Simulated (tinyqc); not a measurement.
Vacuum evaporation: vapour pressure, source flux, thickness distribution, purity and step coverage: one step, computed by the program tinyqc. Command: `OMP_NUM_THREADS=1 python tinyqc.py 3112907 3112908 out.jsonl evap walk`. One thread of a shared host (Intel(R) Xeon(R) Processor @ 2.30GHz), about 0.01 s of CPU time with the checks.

Molecular flow, unit sticking of the metal, no re-evaporation. The background gas is taken as water vapour (18.015 g/mol, collision diameter 0.37 nm) at 300 K.

Problem. Vapour pressure and flux. log10(p_v/Pa) = A - B/T; flux from the surface Phi = p_v/sqrt(2 pi m k_B T), m = M u. Mass loss = Phi x area x m; heat of evaporation = ln(10) R B; d ln Phi/dT = ln(10) B/T^2 - 1/(2 T).

Inputs (values chosen for the exercise, modelled on gallium, with constants for the liquid):
```
quantity                    value   unit
molar mass M                69.72  g/mol
vapour-pressure constant A  10.67      -
vapour-pressure constant B  14020      K
source temperature T         1180      K
source area                  0.27   cm^2
```

Constants: u = 1.6605390666e-27 kg; k_B = 1.380649e-23 J/K; R = 8.314462618 J/(mol K).

Give: vapour pressure p_v; flux Phi; mass loss; heat of evaporation; change of flux per kelvin.

Solution.

vapour pressure p_v = 0.06147 Pa

flux Phi = 5.646e+16 1/(cm^2 s)

mass loss = 0.006354 g/h

heat of evaporation = 268.4 kJ/mol

change of flux per kelvin = 2.276 %/K

Holding the rate to 1 % needs the temperature to about 0.44 K.
